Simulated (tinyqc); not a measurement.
RHF in the sto-6g basis, for BeH2, spin multiplicity 1, step by step. One step of it, computed by the program tinyqc.

Task: Iteration 2: diagonalisation and new density. Diagonalise F' = X^T F X, C = X C', fill 3 alpha and 3 beta electrons from the bottom; D = 2 C_occ C_occ^T. Each column has its largest component positive (the first on a tie).

Fock matrix F (hartree), lower triangle:
```
,1Be 1s,1Be 2s,1Be 2px,1Be 2py,1Be 2pz,2H 1s,3H 1s
1Be 1s,-4.251208
1Be 2s,-1.181275,-0.592992
1Be 2px,0.000000,0.000000,0.311866
1Be 2py,0.000000,0.000000,0.000000,0.064422
1Be 2pz,-0.003396,-0.025993,0.000000,0.000000,-0.018718
2H 1s,-0.400453,-0.391042,0.000000,-0.163420,-0.030442,-0.257733
3H 1s,-0.400453,-0.391042,0.000000,0.163420,-0.030442,-0.118173,-0.257733
```

X:
```
,1,2,3,4,5,6,7
1Be 1s,0.000000,-0.273924,0.939035,0.000000,-0.256293,0.000000,0.231180
1Be 2s,0.000000,1.305450,-0.128027,0.000000,-0.050585,0.000000,0.499743
1Be 2px,0.000000,0.000000,0.000000,1.000000,0.000000,0.000000,0.000000
1Be 2py,1.533054,0.000000,0.000000,0.000000,0.000000,0.544256,0.000000
1Be 2pz,0.000000,0.112026,0.276772,0.000000,0.957472,0.000000,0.039731
2H 1s,-1.120364,-0.843399,-0.233193,0.000000,0.066060,0.372367,0.351859
3H 1s,1.120364,-0.843399,-0.233193,0.000000,0.066060,-0.372367,0.351859
```

Give: F' = X^T F X; orbital energies; coefficients C; D after iteration 2.

Result:

F' = X^T F X (hartree), lower triangle:
```
,1,2,3,4,5,6,7
1,0.9238
2,0.0000,0.3365
3,0.0000,0.2981,-3.2047
4,0.0000,0.0000,0.0000,0.3119
5,0.0000,-0.0826,0.9563,0.0000,-0.3030
6,0.1829,0.0000,0.0000,0.0000,0.0000,-0.1521
7,0.0000,0.1111,-1.4471,0.0000,0.4281,0.0000,-1.1495
```

orbital energies (hartree): MO1 -4.2539, MO2 -0.4121, MO3 -0.1823, MO4 -0.0162, MO5 0.3119, MO6 0.3615, MO7 0.9540

coefficients C:
```
,MO1,MO2,MO3,MO4,MO5,MO6,MO7
1Be 1s,0.9927,-0.2287,0.0000,0.0297,0.0000,-0.1930,0.0000
1Be 2s,0.0294,0.5560,0.0000,-0.1142,0.0000,1.2845,0.0000
1Be 2px,0.0000,0.0000,0.0000,0.0000,1.0000,0.0000,0.0000
1Be 2py,0.0000,0.0000,0.2869,0.0000,0.0000,0.0000,1.6013
1Be 2pz,0.0012,0.0573,0.0000,0.9939,0.0000,0.1276,0.0000
2H 1s,-0.0031,0.3825,0.5502,0.0066,0.0000,-0.8646,-1.0446
3H 1s,-0.0031,0.3825,-0.5502,0.0066,0.0000,-0.8646,1.0446
```

D after iteration 2, lower triangle:
```
,1Be 1s,1Be 2s,1Be 2px,1Be 2py,1Be 2pz,2H 1s,3H 1s
1Be 1s,2.0756
1Be 2s,-0.1960,0.6200
1Be 2px,0.0000,0.0000,0.0000
1Be 2py,0.0000,0.0000,0.0000,0.1646
1Be 2pz,-0.0238,0.0638,0.0000,0.0000,0.0066
2H 1s,-0.1812,0.4252,0.0000,0.3156,0.0438,0.8981
3H 1s,-0.1812,0.4252,0.0000,-0.3156,0.0438,-0.3127,0.8981
```
